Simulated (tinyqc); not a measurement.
Inside a calculation. Method: ROHF in the sto-3g basis, for H4+, spin multiplicity 2. Computed by tinyqc, a small Python program that keeps every step (integrals from PySCF). Settings: charge = 1, multiplicity = 2, basis = sto-3g, energy threshold = 1e-09, iteration cap = 57, orthogonalisation = symmetric, start = core, DIIS depth = 6, method = ROHF. Command: `OMP_NUM_THREADS=1 python tinyqc.py 23382 23383 out.jsonl` (the two numbers bound the seeds that draw the settings). One thread of a shared host (Intel(R) Xeon(R) Processor @ 2.60GHz), about 0.04 s of CPU time with the checks. Later iterations appear only in the table of the cycle.

## One-electron integrals

Geometry (angstrom):
```
atom         x         y         z
H     0.000000  0.000000  0.000000
H     0.000000  0.000000  1.200000
H     0.000000  0.000000  3.374000
H     0.000000  0.000000  4.574000
```

Basis sto-3g: exponents (1/bohr^2) and contraction coefficients of normalised primitives:
```
element  l (shell)  exponent  coefficient
H            s (1)  3.425251     0.154329
H            s (1)  0.623914     0.535328
H            s (1)  0.168855     0.444635
```

Overlap, kinetic and nuclear-attraction integrals over the contracted functions; the nuclear repulsion is the sum of Za Zb / Rab.

nuclear repulsion = 1.55474567 hartree

overlap S, order 1H 1s, 2H 1s, 3H 1s, 4H 1s:
$$\begin{pmatrix}
1.000000 & 0.387033 & 0.008034 & 0.000378 \\
0.387033 & 1.000000 & 0.088988 & 0.008034 \\
0.008034 & 0.088988 & 1.000000 & 0.387033 \\
0.000378 & 0.008034 & 0.387033 & 1.000000
\end{pmatrix}$$

kinetic energy T (hartree), order 1H 1s, 2H 1s, 3H 1s, 4H 1s:
$$\begin{pmatrix}
0.760032 & 0.052837 & -0.003828 & -0.000332 \\
0.052837 & 0.760032 & -0.011355 & -0.003828 \\
-0.003828 & -0.011355 & 0.760032 & 0.052837 \\
-0.000332 & -0.003828 & 0.052837 & 0.760032
\end{pmatrix}$$

nuclear attraction V (hartree), order 1H 1s, 2H 1s, 3H 1s, 4H 1s:
$$\begin{pmatrix}
-1.933978 & -0.691908 & -0.011772 & -0.000518 \\
-0.691908 & -2.061662 & -0.134910 & -0.011772 \\
-0.011772 & -0.134910 & -2.061662 & -0.691908 \\
-0.000518 & -0.011772 & -0.691908 & -1.933978
\end{pmatrix}$$

core Hamiltonian H = T + V (hartree), order 1H 1s, 2H 1s, 3H 1s, 4H 1s:
$$\begin{pmatrix}
-1.173946 & -0.639071 & -0.015600 & -0.000850 \\
-0.639071 & -1.301630 & -0.146265 & -0.015600 \\
-0.015600 & -0.146265 & -1.301630 & -0.639071 \\
-0.000850 & -0.015600 & -0.639071 & -1.173946
\end{pmatrix}$$

## Two-electron integrals

Functions are numbered as in S; the eight-fold symmetry (ij|kl) = (ji|kl) = (kl|ij) leaves the list below.

Two-electron integrals (ij|kl) in chemists' order, unique and non-zero (hartree):
```
(11|11) 0.774606   (21|11) 0.226760   (21|21) 0.091247   (22|11) 0.417874
(22|21) 0.226760   (22|22) 0.774606   (31|11) 0.002590   (31|21) 0.001284
(31|22) 0.004135   (31|31) 0.000029   (32|11) 0.021318   (32|21) 0.011193
(32|22) 0.039844   (32|31) 0.000321   (32|32) 0.003977   (33|11) 0.156838
(33|21) 0.074497   (33|22) 0.242987   (33|31) 0.002590   (33|32) 0.039844
(33|33) 0.774606   (41|11) 0.000089   (41|21) 0.000045   (41|22) 0.000156
(41|31) 1.30e-06   (41|32) 0.000016   (41|33) 0.000156   (41|41) 6.49e-08
(42|11) 0.001512   (42|21) 0.000755   (42|22) 0.002590   (42|31) 0.000024
(42|32) 0.000321   (42|33) 0.004135   (42|41) 1.30e-06   (42|42) 0.000029
(43|11) 0.051768   (43|21) 0.023792   (43|22) 0.074497   (43|31) 0.000755
(43|32) 0.011193   (43|33) 0.226760   (43|41) 0.000045   (43|42) 0.001284
(43|43) 0.091247   (44|11) 0.115692   (44|21) 0.051768   (44|22) 0.156838
(44|31) 0.001512   (44|32) 0.021318   (44|33) 0.417874   (44|41) 0.000089
(44|42) 0.002590   (44|43) 0.226760   (44|44) 0.774606
```

## Orthogonalisation

S = U s U^T; symmetric (Loewdin) form X = U s^(-1/2) U^T, so that X^T S X = 1.

eigenvalues of S: [0.573737, 0.647140, 1.336897, 1.442226]

X, order 1H 1s, 2H 1s, 3H 1s, 4H 1s:
$$\begin{pmatrix}
1.063431 & -0.215025 & 0.011106 & -0.002675 \\
-0.215025 & 1.066997 & -0.051978 & 0.011106 \\
0.011106 & -0.051978 & 1.066997 & -0.215025 \\
-0.002675 & 0.011106 & -0.215025 & 1.063431
\end{pmatrix}$$

## Starting guess

The start is the orbitals of the core Hamiltonian; D(s) = C_occ C_occ^T for each spin.

D(alpha) at the start, order 1H 1s, 2H 1s, 3H 1s, 4H 1s:
$$\begin{pmatrix}
0.191863 & 0.325003 & -0.030299 & -0.037506 \\
0.325003 & 0.556518 & 0.006141 & -0.030299 \\
-0.030299 & 0.006141 & 0.556518 & 0.325003 \\
-0.037506 & -0.030299 & 0.325003 & 0.191863
\end{pmatrix}$$

D(beta) at the start, order 1H 1s, 2H 1s, 3H 1s, 4H 1s:
$$\begin{pmatrix}
0.077179 & 0.147352 & 0.147352 & 0.077179 \\
0.147352 & 0.281330 & 0.281330 & 0.147352 \\
0.147352 & 0.281330 & 0.281330 & 0.147352 \\
0.077179 & 0.147352 & 0.147352 & 0.077179
\end{pmatrix}$$

## Iteration 1: building the Fock matrix

J_ij = sum D_kl (ij|kl) with D = D(alpha) + D(beta), K_ij = sum D_kl (ik|jl) for each spin; F = H + J - K(s); E = tr D H + tr D J / 2 - 0.5 sum_s tr D(s) K(s) + E_nn.

Coulomb J (hartree), order 1H 1s, 2H 1s, 3H 1s, 4H 1s:
$$\begin{pmatrix}
0.997402 & 0.442938 & 0.008861 & 0.000404 \\
0.442938 & 1.316304 & 0.101824 & 0.008861 \\
0.008861 & 0.101824 & 1.316304 & 0.442938 \\
0.000404 & 0.008861 & 0.442938 & 0.997402
\end{pmatrix}$$

exchange K(alpha) (hartree), order 1H 1s, 2H 1s, 3H 1s, 4H 1s:
$$\begin{pmatrix}
0.346661 & 0.334684 & 0.008861 & -0.005444 \\
0.334684 & 0.598009 & 0.050894 & 0.008861 \\
0.008861 & 0.050894 & 0.598009 & 0.334684 \\
-0.005444 & 0.008861 & 0.334684 & 0.346661
\end{pmatrix}$$

exchange K(beta) (hartree), order 1H 1s, 2H 1s, 3H 1s, 4H 1s:
$$\begin{pmatrix}
0.153802 & 0.164309 & 0.059212 & 0.031783 \\
0.164309 & 0.319602 & 0.120499 & 0.059212 \\
0.059212 & 0.120499 & 0.319602 & 0.164309 \\
0.031783 & 0.059212 & 0.164309 & 0.153802
\end{pmatrix}$$

F(alpha) (hartree), order 1H 1s, 2H 1s, 3H 1s, 4H 1s:
$$\begin{pmatrix}
-0.523205 & -0.530817 & -0.015600 & 0.004999 \\
-0.530817 & -0.583335 & -0.095335 & -0.015600 \\
-0.015600 & -0.095335 & -0.583335 & -0.530817 \\
0.004999 & -0.015600 & -0.530817 & -0.523205
\end{pmatrix}$$

F(beta) (hartree), order 1H 1s, 2H 1s, 3H 1s, 4H 1s:
$$\begin{pmatrix}
-0.330346 & -0.360442 & -0.065951 & -0.032228 \\
-0.360442 & -0.304927 & -0.164941 & -0.065951 \\
-0.065951 & -0.164941 & -0.304927 & -0.360442 \\
-0.032228 & -0.065951 & -0.360442 & -0.330346
\end{pmatrix}$$

total energy of this density = -1.55684419 hartree

## Iteration 1: Roothaan effective Fock matrix

With projectors Pc = D(beta) S, Po = (D(alpha) - D(beta)) S, Pv = 1 - D(alpha) S, the block xy is Px^T F Py; with Fc = (F(alpha) + F(beta))/2, the blocks are Fc for cc, oo, vv and cv, F(beta) for co and F(alpha) for ov.

effective F (hartree), order 1H 1s, 2H 1s, 3H 1s, 4H 1s:
$$\begin{pmatrix}
-0.415034 & -0.442796 & -0.043609 & -0.025357 \\
-0.442796 & -0.452684 & -0.121585 & -0.043609 \\
-0.043609 & -0.121585 & -0.452684 & -0.442796 \\
-0.025357 & -0.043609 & -0.442796 & -0.415034
\end{pmatrix}$$

## Iteration 1: diagonalisation and new density

Diagonalise F' = X^T F X, C = X C', fill 2 alpha and 1 beta electrons from the bottom; D(s) = C_occ C_occ^T. Each column has its largest component positive (the first on a tie).

F' = X^T F X (hartree):
$$\begin{pmatrix}
-0.288171 & -0.324354 & -0.005456 & -0.020811 \\
-0.324354 & -0.320544 & -0.088063 & -0.005456 \\
-0.005456 & -0.088063 & -0.320544 & -0.324354 \\
-0.020811 & -0.005456 & -0.324354 & -0.288171
\end{pmatrix}$$

orbital energies (hartree): MO1 -0.692344, MO2 -0.569295, MO3 -0.025245, MO4 0.069455

coefficients C, order 1H 1s, 2H 1s, 3H 1s, 4H 1s:
$$\begin{pmatrix}
0.379866 & 0.437478 & 0.662643 & -0.634406 \\
0.450049 & 0.427887 & -0.577390 & 0.684495 \\
0.450049 & -0.427887 & -0.577390 & -0.684495 \\
0.379866 & -0.437478 & 0.662643 & 0.634406
\end{pmatrix}$$

D(alpha) after iteration 1, order 1H 1s, 2H 1s, 3H 1s, 4H 1s:
$$\begin{pmatrix}
0.335685 & 0.358149 & -0.016233 & -0.047089 \\
0.358149 & 0.385631 & 0.019457 & -0.016233 \\
-0.016233 & 0.019457 & 0.385631 & 0.358149 \\
-0.047089 & -0.016233 & 0.358149 & 0.335685
\end{pmatrix}$$

D(beta) after iteration 1, order 1H 1s, 2H 1s, 3H 1s, 4H 1s:
$$\begin{pmatrix}
0.144298 & 0.170958 & 0.170958 & 0.144298 \\
0.170958 & 0.202544 & 0.202544 & 0.170958 \\
0.170958 & 0.202544 & 0.202544 & 0.170958 \\
0.144298 & 0.170958 & 0.170958 & 0.144298
\end{pmatrix}$$

## Iteration 2: building the Fock matrix

As before.

Coulomb J (hartree), order 1H 1s, 2H 1s, 3H 1s, 4H 1s:
$$\begin{pmatrix}
1.070855 & 0.438226 & 0.008241 & 0.000372 \\
0.438226 & 1.212971 & 0.092993 & 0.008241 \\
0.008241 & 0.092993 & 1.212971 & 0.438226 \\
0.000372 & 0.008241 & 0.438226 & 1.070855
\end{pmatrix}$$

exchange K(alpha) (hartree), order 1H 1s, 2H 1s, 3H 1s, 4H 1s:
$$\begin{pmatrix}
0.457608 & 0.345889 & 0.010706 & -0.004908 \\
0.345889 & 0.494576 & 0.043826 & 0.010706 \\
0.010706 & 0.043826 & 0.494576 & 0.345889 \\
-0.004908 & 0.010706 & 0.345889 & 0.457608
\end{pmatrix}$$

exchange K(beta) (hartree), order 1H 1s, 2H 1s, 3H 1s, 4H 1s:
$$\begin{pmatrix}
0.209242 & 0.173109 & 0.060704 & 0.040083 \\
0.173109 & 0.269582 & 0.100791 & 0.060704 \\
0.060704 & 0.100791 & 0.269582 & 0.173109 \\
0.040083 & 0.060704 & 0.173109 & 0.209242
\end{pmatrix}$$

F(alpha) (hartree), order 1H 1s, 2H 1s, 3H 1s, 4H 1s:
$$\begin{pmatrix}
-0.560699 & -0.546734 & -0.018065 & 0.004431 \\
-0.546734 & -0.583234 & -0.097099 & -0.018065 \\
-0.018065 & -0.097099 & -0.583234 & -0.546734 \\
0.004431 & -0.018065 & -0.546734 & -0.560699
\end{pmatrix}$$

F(beta) (hartree), order 1H 1s, 2H 1s, 3H 1s, 4H 1s:
$$\begin{pmatrix}
-0.312333 & -0.373954 & -0.068063 & -0.040560 \\
-0.373954 & -0.358240 & -0.154063 & -0.068063 \\
-0.068063 & -0.154063 & -0.358240 & -0.373954 \\
-0.040560 & -0.068063 & -0.373954 & -0.312333
\end{pmatrix}$$

total energy of this density = -1.60005582 hartree

## Iteration 2: Roothaan effective Fock matrix

As before.

effective F (hartree), order 1H 1s, 2H 1s, 3H 1s, 4H 1s:
$$\begin{pmatrix}
-0.433190 & -0.460503 & -0.042905 & -0.021390 \\
-0.460503 & -0.473888 & -0.122430 & -0.042905 \\
-0.042905 & -0.122430 & -0.473888 & -0.460503 \\
-0.021390 & -0.042905 & -0.460503 & -0.433190
\end{pmatrix}$$

## Iteration 2: DIIS over 2 matrices

error matrix X^T (FDS - SDF) X:
$$\begin{pmatrix}
0.000000 & 0.001971 & 0.001295 & 0.000000 \\
-0.001971 & 0.000000 & 0.000000 & -0.001295 \\
-0.001295 & 0.000000 & 0.000000 & -0.001971 \\
0.000000 & 0.001295 & 0.001971 & 0.000000
\end{pmatrix}$$

B (overlaps of the stored error matrices):
$$\begin{pmatrix}
9.3516304e-02 & -1.3999864e-03 \\
-1.3999864e-03 & 2.2250059e-05
\end{pmatrix}$$

Minimise |sum c_i e_i|^2 with sum c_i = 1: solve [B -1; -1 0][c; lambda] = [0; -1] with B_ij = tr e_i^T e_j, and take F = sum c_i F_i.

DIIS coefficients: [0.014763, 0.985237]

extrapolated F (hartree), order 1H 1s, 2H 1s, 3H 1s, 4H 1s:
$$\begin{pmatrix}
-0.432922 & -0.460241 & -0.042915 & -0.021449 \\
-0.460241 & -0.473575 & -0.122418 & -0.042915 \\
-0.042915 & -0.122418 & -0.473575 & -0.460241 \\
-0.021449 & -0.042915 & -0.460241 & -0.432922
\end{pmatrix}$$

## Iteration 2: diagonalisation and new density

As before.

F' = X^T F X (hartree):
$$\begin{pmatrix}
-0.301391 & -0.336078 & -0.004943 & -0.016978 \\
-0.336078 & -0.337083 & -0.087552 & -0.004943 \\
-0.004943 & -0.087552 & -0.337083 & -0.336078 \\
-0.016978 & -0.004943 & -0.336078 & -0.301391
\end{pmatrix}$$

orbital energies (hartree): MO1 -0.716638, MO2 -0.598566, MO3 -0.026367, MO4 0.064622

coefficients C, order 1H 1s, 2H 1s, 3H 1s, 4H 1s:
$$\begin{pmatrix}
0.378320 & 0.436840 & 0.663526 & -0.634846 \\
0.451393 & 0.428575 & -0.576340 & 0.684065 \\
0.451393 & -0.428575 & -0.576340 & -0.684065 \\
0.378320 & -0.436840 & 0.663526 & 0.634846
\end{pmatrix}$$

D(alpha) after iteration 2, order 1H 1s, 2H 1s, 3H 1s, 4H 1s:
$$\begin{pmatrix}
0.333956 & 0.357990 & -0.016447 & -0.047703 \\
0.357990 & 0.387432 & 0.020079 & -0.016447 \\
-0.016447 & 0.020079 & 0.387432 & 0.357990 \\
-0.047703 & -0.016447 & 0.357990 & 0.333956
\end{pmatrix}$$

D(beta) after iteration 2, order 1H 1s, 2H 1s, 3H 1s, 4H 1s:
$$\begin{pmatrix}
0.143126 & 0.170771 & 0.170771 & 0.143126 \\
0.170771 & 0.203756 & 0.203756 & 0.170771 \\
0.170771 & 0.203756 & 0.203756 & 0.170771 \\
0.143126 & 0.170771 & 0.170771 & 0.143126
\end{pmatrix}$$

## Iteration 3: building the Fock matrix

As before.

Coulomb J (hartree), order 1H 1s, 2H 1s, 3H 1s, 4H 1s:
$$\begin{pmatrix}
1.069885 & 0.438285 & 0.008249 & 0.000373 \\
0.438285 & 1.214302 & 0.093108 & 0.008249 \\
0.008249 & 0.093108 & 1.214302 & 0.438285 \\
0.000373 & 0.008249 & 0.438285 & 1.069885
\end{pmatrix}$$

exchange K(alpha) (hartree), order 1H 1s, 2H 1s, 3H 1s, 4H 1s:
$$\begin{pmatrix}
0.456360 & 0.345828 & 0.010698 & -0.004985 \\
0.345828 & 0.495791 & 0.044068 & 0.010698 \\
0.010698 & 0.044068 & 0.495791 & 0.345828 \\
-0.004985 & 0.010698 & 0.345828 & 0.456360
\end{pmatrix}$$

exchange K(beta) (hartree), order 1H 1s, 2H 1s, 3H 1s, 4H 1s:
$$\begin{pmatrix}
0.208362 & 0.173036 & 0.060709 & 0.039958 \\
0.173036 & 0.270423 & 0.101122 & 0.060709 \\
0.060709 & 0.101122 & 0.270423 & 0.173036 \\
0.039958 & 0.060709 & 0.173036 & 0.208362
\end{pmatrix}$$

F(alpha) (hartree), order 1H 1s, 2H 1s, 3H 1s, 4H 1s:
$$\begin{pmatrix}
-0.560421 & -0.546614 & -0.018049 & 0.004508 \\
-0.546614 & -0.583119 & -0.097226 & -0.018049 \\
-0.018049 & -0.097226 & -0.583119 & -0.546614 \\
0.004508 & -0.018049 & -0.546614 & -0.560421
\end{pmatrix}$$

F(beta) (hartree), order 1H 1s, 2H 1s, 3H 1s, 4H 1s:
$$\begin{pmatrix}
-0.312422 & -0.373822 & -0.068060 & -0.040435 \\
-0.373822 & -0.357751 & -0.154280 & -0.068060 \\
-0.068060 & -0.154280 & -0.357751 & -0.373822 \\
-0.040435 & -0.068060 & -0.373822 & -0.312422
\end{pmatrix}$$

total energy of this density = -1.60006430 hartree

## Iteration 3: Roothaan effective Fock matrix

As before.

effective F (hartree), order 1H 1s, 2H 1s, 3H 1s, 4H 1s:
$$\begin{pmatrix}
-0.433041 & -0.460372 & -0.042900 & -0.021345 \\
-0.460372 & -0.473633 & -0.122554 & -0.042900 \\
-0.042900 & -0.122554 & -0.473633 & -0.460372 \\
-0.021345 & -0.042900 & -0.460372 & -0.433041
\end{pmatrix}$$

## Iteration 3: DIIS over 3 matrices

error matrix X^T (FDS - SDF) X:
$$\begin{pmatrix}
0.000000 & -0.000006 & 0.000156 & 0.000000 \\
0.000006 & 0.000000 & 0.000000 & -0.000156 \\
-0.000156 & 0.000000 & 0.000000 & 0.000006 \\
0.000000 & 0.000156 & -0.000006 & 0.000000
\end{pmatrix}$$

B (overlaps of the stored error matrices):
$$\begin{pmatrix}
9.3516304e-02 & -1.3999864e-03 & -2.8405798e-05 \\
-1.3999864e-03 & 2.2250059e-05 & 7.6411414e-07 \\
-2.8405798e-05 & 7.6411414e-07 & 9.7536313e-08
\end{pmatrix}$$

As before.

DIIS coefficients: [-0.004937, -0.357449, 1.362387]

extrapolated F (hartree), order 1H 1s, 2H 1s, 3H 1s, 4H 1s:
$$\begin{pmatrix}
-0.433076 & -0.460412 & -0.042895 & -0.021308 \\
-0.460412 & -0.473646 & -0.122604 & -0.042895 \\
-0.042895 & -0.122604 & -0.473646 & -0.460412 \\
-0.021308 & -0.042895 & -0.460412 & -0.433076
\end{pmatrix}$$

## Iteration 3: diagonalisation and new density

As before.

F' = X^T F X (hartree):
$$\begin{pmatrix}
-0.301490 & -0.336232 & -0.004902 & -0.016840 \\
-0.336232 & -0.337071 & -0.087766 & -0.004902 \\
-0.004902 & -0.087766 & -0.337071 & -0.336232 \\
-0.016840 & -0.004902 & -0.336232 & -0.301490
\end{pmatrix}$$

orbital energies (hartree): MO1 -0.716849, MO2 -0.598779, MO3 -0.026318, MO4 0.064824

coefficients C, order 1H 1s, 2H 1s, 3H 1s, 4H 1s:
$$\begin{pmatrix}
0.378223 & 0.437051 & 0.663582 & -0.634701 \\
0.451478 & 0.428347 & -0.576273 & 0.684207 \\
0.451478 & -0.428347 & -0.576273 & -0.684207 \\
0.378223 & -0.437051 & 0.663582 & 0.634701
\end{pmatrix}$$

D(alpha) after iteration 3, order 1H 1s, 2H 1s, 3H 1s, 4H 1s:
$$\begin{pmatrix}
0.334066 & 0.357969 & -0.016450 & -0.047961 \\
0.357969 & 0.387314 & 0.020351 & -0.016450 \\
-0.016450 & 0.020351 & 0.387314 & 0.357969 \\
-0.047961 & -0.016450 & 0.357969 & 0.334066
\end{pmatrix}$$

D(beta) after iteration 3, order 1H 1s, 2H 1s, 3H 1s, 4H 1s:
$$\begin{pmatrix}
0.143052 & 0.170759 & 0.170759 & 0.143052 \\
0.170759 & 0.203833 & 0.203833 & 0.170759 \\
0.170759 & 0.203833 & 0.203833 & 0.170759 \\
0.143052 & 0.170759 & 0.170759 & 0.143052
\end{pmatrix}$$

## Iteration 5 (converged): orbitals

converged F (hartree), order 1H 1s, 2H 1s, 3H 1s, 4H 1s:
$$\begin{pmatrix}
-0.433060 & -0.460369 & -0.042901 & -0.021309 \\
-0.460369 & -0.473623 & -0.122608 & -0.042901 \\
-0.042901 & -0.122608 & -0.473623 & -0.460369 \\
-0.021309 & -0.042901 & -0.460369 & -0.433060
\end{pmatrix}$$

As before.

F' = X^T F X (hartree):
$$\begin{pmatrix}
-0.301490 & -0.336190 & -0.004910 & -0.016838 \\
-0.336190 & -0.337064 & -0.087769 & -0.004910 \\
-0.004910 & -0.087769 & -0.337064 & -0.336190 \\
-0.016838 & -0.004910 & -0.336190 & -0.301490
\end{pmatrix}$$

orbital energies (hartree): MO1 -0.716812, MO2 -0.598725, MO3 -0.026349, MO4 0.064778

coefficients C, order 1H 1s, 2H 1s, 3H 1s, 4H 1s:
$$\begin{pmatrix}
0.378219 & 0.437060 & 0.663584 & -0.634694 \\
0.451482 & 0.428338 & -0.576270 & 0.684213 \\
0.451482 & -0.428338 & -0.576270 & -0.684213 \\
0.378219 & -0.437060 & 0.663584 & 0.634694
\end{pmatrix}$$

D(alpha) after iteration 5, order 1H 1s, 2H 1s, 3H 1s, 4H 1s:
$$\begin{pmatrix}
0.334071 & 0.357968 & -0.016451 & -0.047972 \\
0.357968 & 0.387309 & 0.020362 & -0.016451 \\
-0.016451 & 0.020362 & 0.387309 & 0.357968 \\
-0.047972 & -0.016451 & 0.357968 & 0.334071
\end{pmatrix}$$

D(beta) after iteration 5, order 1H 1s, 2H 1s, 3H 1s, 4H 1s:
$$\begin{pmatrix}
0.143049 & 0.170759 & 0.170759 & 0.143049 \\
0.170759 & 0.203836 & 0.203836 & 0.170759 \\
0.170759 & 0.203836 & 0.203836 & 0.170759 \\
0.143049 & 0.170759 & 0.170759 & 0.143049
\end{pmatrix}$$

## Convergence

Stop when the energy changes by less than 1e-09 hartree and every element of the error matrix X^T (F D S - S D F) X is below 9e-06.

Course of the cycle:
```
iteration  E (hartree)     change  largest element of the error matrix
1          -1.55684419          -                             1.44e-01
2          -1.60005582  -4.32e-02                             1.97e-03
3          -1.60006430  -8.48e-06                             1.56e-04
4          -1.60006438  -7.93e-08                             6.86e-06
5          -1.60006438  -1.37e-10                             2.48e-06
```

PySCF ROHF in the same basis = -1.60006438 hartree

Converged in 5 iterations.

## Populations, bond orders and dipole

Mulliken: Z minus the diagonal of D S on the atom; Loewdin: the same with S^(1/2) D S^(1/2); Mayer order: 2 sum_s sum (D(s) S)_ij (D(s) S)_ji over the two atoms.

Charges (e):
```
atom  Mulliken   Loewdin  Mulliken spin
1H    0.316970  0.313804       0.261901
2H    0.183030  0.186196       0.238099
3H    0.183030  0.186196       0.238099
4H    0.316970  0.313804       0.261901
```

Mayer bond orders:
```
pair     order
2-1   0.615097
3-1   0.121895
3-2   0.172817
4-1   0.093946
4-2   0.121895
4-3   0.615097
```

dipole moment about the origin, x y z (debye): [0.000000, 0.000000, 10.984929]
